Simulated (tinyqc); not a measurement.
Thermal and gravitational stress in a wafer during furnace and rapid thermal processing, and the onset of slip: one step, computed by the program tinyqc.

A thin free disc in plane stress, isotropic; T(r) = T_centre + dT (r/R)^n with n = 2. Stress is positive in tension; sigma_SB = 5.670374419e-8 W/(m^2 K^4), g = 9.80665 m/s^2.

Question. Resolved stress round the edge. At the edge the stress is uniaxial along the tangent d = (cos phi, sin phi, 0) of a (001) wafer; the Schmid factor is the largest |(d.n)(d.b)| over the twelve {111}<110> systems.

Inputs (values chosen for the exercise, modelled on silicon): edge less centre temperature dT = -22 K.

Temperature profile: parabolic.

hoop stress at the edge = 7.2127 MPa

Give: Schmid factor and resolved stress at phi = 0, 7.5, 15, 22.5, 30, 37.5 and 45 degrees from [100].

Answer.

Schmid factor and resolved stress at phi = 0, 7.5, 15, 22.5, 30, 37.5 and 45 degrees from [100]:
```
phi from [100] (degrees)  Schmid factor  resolved stress (MPa)
0.0                              0.4082                  2.945
7.5                              0.4541                  3.275
15.0                             0.4830                  3.483
22.5                             0.4928                  3.554
30.0                             0.4830                  3.483
37.5                             0.4541                  3.275
45.0                             0.4082                  2.945
```

The factor is 1/sqrt(6) = 0.408 along <100> and <110> and peaks at 0.4928 at 22.5 degrees, so slip, if any, starts at eight places between these directions.
